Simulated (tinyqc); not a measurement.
Two-band massive Dirac model of the K valleys, step by step. Values are carried at full precision from step to step, so a last printed digit may differ when a step is redone from the rounded ones.

Basis (conduction, valence): H = [[D/2, a t (tau kx - i ky)], [a t (tau kx + i ky), -D/2 + lam tau sz]], valley tau = +/-1, spin sz = +/-1. The gap of a spin and valley is G = D - lam tau sz. Berry curvature Omega = curl of i<u|grad u>; for the conduction band Omega_c = -tau 2 a^2 t^2 G/(G^2 + 4 a^2 t^2 k^2)^(3/2), and Omega_v = -Omega_c.

Constants: hbar^2/2m0 = 3.80998211 eV angstrom^2.

Parameters, chosen for this exercise (near those used for monolayer WSe2; not measured data): a = 3.319 angstrom (lattice constant); D = 1.69 eV (gap parameter); t = 1.17 eV (effective hopping); lam = 0.249 eV (half the valence spin splitting); tau = 1 (valley); sz = -1 (spin); k = (-0.066, 0.031) 1/angstrom (wave vector from the valley); h = 0.04 1/angstrom (side of the plaquette).

## Band edges of the four flavours

At k = 0: Ec = D/2, Ev = -D/2 + lam tau sz; mass m/m0 = c G/(a t)^2 for both bands, c = hbar^2/2m0; Omega_c(0) = -2 tau a^2 t^2/G^2.

Edges:
```
tau  sz  Ec (eV)  Ev (eV)  G (eV)  mass (m0)  Omega_c (angstrom^2)
1     1   0.8450  -0.5960  1.4410     0.3641               -14.524
1    -1   0.8450  -1.0940  1.9390     0.4899                -8.022
-1    1   0.8450  -1.0940  1.9390     0.4899                 8.022
-1   -1   0.8450  -0.5960  1.4410     0.3641                14.524
```

The top of the valence band has spin up at tau = +1 and spin down at tau = -1: spin and valley are locked, with 498 meV between the two valence bands (A and B transitions at 1.441 and 1.939 eV, without exciton binding).

## H at one k

Fill in the matrix and diagonalise: E = lam tau sz/2 -/+ sqrt(G^2/4 + a^2 t^2 k^2).

H (eV), rows c, v and columns alike:
```
[[0.8450, -0.2563-0.1204i],
 [-0.2563+0.1204i, -1.0940]]
```

levels (eV): [-1.1345, 0.8855]

cos(theta) = G/(E+ - E-) = 0.9599

## Curvature, orbital moment and circular dichroism

Omega_c from the formula; orbital moment of both bands m = -tau (a t)^2 G/(c (G^2 + 4 a^2 t^2 k^2)) in Bohr magnetons (charge -e), c = hbar^2/2m0; interband strengths |P+/-|^2 proportional to (1 +/- tau cos(theta))^2 for P+/- = Px +/- i Py, and eta = (|P+|^2 - |P-|^2)/(|P+|^2 + |P-|^2) = 2 tau cos(theta)/(1 + cos^2(theta)).

Omega_c = -7.095 angstrom^2
orbital moment = -1.881 muB
eta = 0.9992

All three change sign with the valley. The selection rule, exact at k = 0, still holds to 99.9 % here.

## The curvature from a plaquette

Corners counter-clockwise around k, from (-h/2, -h/2); upper eigenvector u with its first component real and positive; Omega = -(sum of arg <u_j|u_(j+1)>)/h^2.

Corners:
```
j       kx      ky      u_c                u_v  arg <u_j|u_j+1> (rad)
1  -0.0860  0.0110  0.98607  -0.16500+0.02110i              -0.001673
2  -0.0460  0.0110  0.99562  -0.09091+0.02174i              -0.007107
3  -0.0460  0.0510  0.99101  -0.08963+0.09937i               0.007546
4  -0.0860  0.0510  0.98192  -0.16283+0.09656i               0.012531
```

Omega_c from the plaquette = -7.061 angstrom^2

The formula at the centre gives -7.095; the plaquette averages over its area.

## Checks

- Curvature formula against a plaquette of side 1e-4: both -7.0947.
- Eta against the matrix elements of dH/dkx +/- i dH/dky: both 0.99916.

Computed by tinyqc, a small Python program: `OMP_NUM_THREADS=1 python tinyqc.py 1451795 1451796 out.jsonl` (the numbers bound the seed that draws the inputs); one thread of a shared host (Intel(R) Xeon(R) Processor @ 2.30GHz), about 0.01 s for the whole set of steps.
